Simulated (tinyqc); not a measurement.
Thin film between two gates, subbands and threshold shift from confinement: two steps of the calculation.

Undoped body with a flat potential across it, hard walls, transport along x. Three valley pairs (g = 2 each) with the longitudinal mass along x, y or z. Non-parabolicity enters the subband edges through E (1 + al E) = gamma, so E = 2 gamma/(1 + sqrt(1 + 4 al gamma)); motion within a subband is taken as parabolic with the band-edge mass. Energies are counted from the bulk band edge.

Parameters, values chosen for the exercise; masses close to those of silicon:
```
symbol  value  unit                                                meaning
T         200     K                                            temperature
ml        0.9    m0                                      longitudinal mass
mt      0.187    m0                                        transverse mass
al          0  1/eV                                       non-parabolicity
t         2.7    nm                               film thickness (along z)
dl        0.3    nm  widening of the box by penetration into the insulator
```

Constants: q = 1.602176634e-19 C, kB = 1.380649e-23 J/K, hbar = 1.054571817e-34 J s, m0 = 9.1093837015e-31 kg, Vt = kB T/q, hbar^2/(2 m0) = 0.0380998212 eV nm^2. Results are converted to the units shown.

Task 1. Lowest subbands. gamma = C (pi k/(t + dl))^2/mz, C = hbar^2/(2 m0). List the 6 lowest, labelled by valley axis and quantum numbers, with degeneracy g and N_k: N_k = g sqrt(mx my) m0 kB T/(pi hbar^2).

Give: E_k; g; N_k.

Result 1.

E_k, subband z1 to z4 (eV): [0.04642, 0.1857, 0.2234, 0.2234, 0.4178, 0.7428]
g, subband z1 to z4: [2, 2, 2, 2, 2, 2]
N_k, subband z1 to z4 (cm^-2): [2.693e12, 2.693e12, 5.907e12, 5.907e12, 2.693e12, 2.693e12]

Task 2. Threshold shift. Each subband has N_k = g sqrt(mx my) m0 kB T/(pi hbar^2); without degeneracy n = exp(EF/Vt) sum N_k exp(-E_k/Vt). Classical value Nc times t, Nc = sum over valleys of 2 g (m m0 kB T/(2 pi hbar^2))^1.5 with m = (mx my mz)^(1/3). Threshold shift dVT = Vt ln(classical value/sum N_k exp(-E_k/Vt)). Use the subbands listed.

E_k, subband z1 to z4 (eV): [0.046423477, 0.18569391, 0.22342850, 0.22342850, 0.41781129, 0.74277563]
N_k, subband z1 to z4 (cm^-2): [2.6925990e12, 2.6925990e12, 5.9070702e12, 5.9070702e12, 2.6925990e12, 2.6925990e12]

Wanted: shares; sum N_k exp(-E_k/Vt); Nc; classical value; dVT.

Result 2.

shares, subband z1 to z4 (%): [99.954, 0.031, 0.008, 0.008, 0.000, 0.000]
sum N_k exp(-E_k/Vt) = 1.8220e11 cm^-2
Nc = 1.4539e19 cm^-3
classical value = 3.9257e12 cm^-2
dVT = 52.913 mV

Program tinyqc, `OMP_NUM_THREADS=1 python tinyqc.py 2350162 2350163 out.jsonl`; Intel Xeon 2.30GHz, shared host, one thread, about 0.09 s.
